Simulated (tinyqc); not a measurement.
Thin-body film or fin with hard walls, valleys of the Si type: one step. Valley masses for the (110) face. Five cases, with inputs chosen for the exercise.

Question. Group the valleys by their angle to the normal, heaviest m_z first.

Six ellipsoidal valleys with their long axes along the cube axes, mass ml along the axis and mt across it. For a valley whose axis makes the angle theta with the surface normal, 1/m_z = cos^2(theta)/ml + sin^2(theta)/mt sets the confinement; in the plane the masses are m_1 = mt and m_2 = ml mt/m_z, and m_d = sqrt(m_1 m_2).

Give: Valleys (masses in m0).

Case 1.

Values chosen (out of a larger set: near those of Si; not measured data): ml = 0.925 m0 (longitudinal mass); mt = 0.193 m0 (transverse mass); face = 110 (face of the film or side wall of the fin).

Answer.

Valleys (masses in m0):

| valleys g | cos^2(theta) | m_z | m_1 | m_2 | m_d |
|---|---|---|---|---|---|
| 4 | 0.5000 | 0.3194 | 0.1930 | 0.5590 | 0.3285 |
| 2 | 0.0000 | 0.1930 | 0.1930 | 0.9250 | 0.4225 |

Case 2.

Values chosen (out of a larger set: near those of Si; not measured data): ml = 0.912 m0 (longitudinal mass); mt = 0.188 m0 (transverse mass); face = 110 (face of the film or side wall of the fin).

Answer.

Valleys (masses in m0):

| valleys g | cos^2(theta) | m_z | m_1 | m_2 | m_d |
|---|---|---|---|---|---|
| 4 | 0.5000 | 0.3117 | 0.1880 | 0.5500 | 0.3216 |
| 2 | 0.0000 | 0.1880 | 0.1880 | 0.9120 | 0.4141 |

Case 3.

Values chosen (out of a larger set: near those of Si; not measured data): ml = 0.929 m0 (longitudinal mass); mt = 0.188 m0 (transverse mass); face = 110 (face of the film or side wall of the fin).

Answer.

Valleys (masses in m0):

| valleys g | cos^2(theta) | m_z | m_1 | m_2 | m_d |
|---|---|---|---|---|---|
| 4 | 0.5000 | 0.3127 | 0.1880 | 0.5585 | 0.3240 |
| 2 | 0.0000 | 0.1880 | 0.1880 | 0.9290 | 0.4179 |

Case 4.

Values chosen (out of a larger set: near those of Si; not measured data): ml = 0.909 m0 (longitudinal mass); mt = 0.188 m0 (transverse mass); face = 110 (face of the film or side wall of the fin).

Answer.

Valleys (masses in m0):

| valleys g | cos^2(theta) | m_z | m_1 | m_2 | m_d |
|---|---|---|---|---|---|
| 4 | 0.5000 | 0.3116 | 0.1880 | 0.5485 | 0.3211 |
| 2 | 0.0000 | 0.1880 | 0.1880 | 0.9090 | 0.4134 |

Case 5.

Values chosen (out of a larger set: near those of Si; not measured data): ml = 0.934 m0 (longitudinal mass); mt = 0.192 m0 (transverse mass); face = 110 (face of the film or side wall of the fin).

Answer.

Valleys (masses in m0):

| valleys g | cos^2(theta) | m_z | m_1 | m_2 | m_d |
|---|---|---|---|---|---|
| 4 | 0.5000 | 0.3185 | 0.1920 | 0.5630 | 0.3288 |
| 2 | 0.0000 | 0.1920 | 0.1920 | 0.9340 | 0.4235 |

Computed by tinyqc, one run a case: `OMP_NUM_THREADS=1 python tinyqc.py N N+1 out.jsonl` with N = 1281624, 1281962, 1282177, 1282230, 1282567; one thread of a shared Intel(R) Xeon(R) Processor @ 2.30GHz, about 0.01 s a run at most.
